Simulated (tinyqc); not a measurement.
Sp3 tight binding, zinc-blende lattice, step by step. One step of it, computed by the program tinyqc.

Task: Levels at G. Diagonalise the Hermitian matrix.

H(k) at G (eV), order a s, a px, a py, a pz, c s, c px, c py, c pz:
$$\begin{pmatrix}
-11.090000 & 0.000000 & 0.000000 & 0.000000 & -6.040780 & 0.000000 & 0.000000 & 0.000000 \\
0.000000 & -7.310000 & 0.000000 & 0.000000 & 0.000000 & 1.464432 & 0.000000 & 0.000000 \\
0.000000 & 0.000000 & -7.310000 & 0.000000 & 0.000000 & 0.000000 & 1.464432 & 0.000000 \\
0.000000 & 0.000000 & 0.000000 & -7.310000 & 0.000000 & 0.000000 & 0.000000 & 1.464432 \\
-6.040780 & 0.000000 & 0.000000 & 0.000000 & -11.090000 & 0.000000 & 0.000000 & 0.000000 \\
0.000000 & 1.464432 & 0.000000 & 0.000000 & 0.000000 & -7.310000 & 0.000000 & 0.000000 \\
0.000000 & 0.000000 & 1.464432 & 0.000000 & 0.000000 & 0.000000 & -7.310000 & 0.000000 \\
0.000000 & 0.000000 & 0.000000 & 1.464432 & 0.000000 & 0.000000 & 0.000000 & -7.310000
\end{pmatrix}$$

Give: eigenvalues.

Result:

eigenvalues (eV): [-17.131, -8.774, -8.774, -8.774, -5.846, -5.846, -5.846, -5.049]
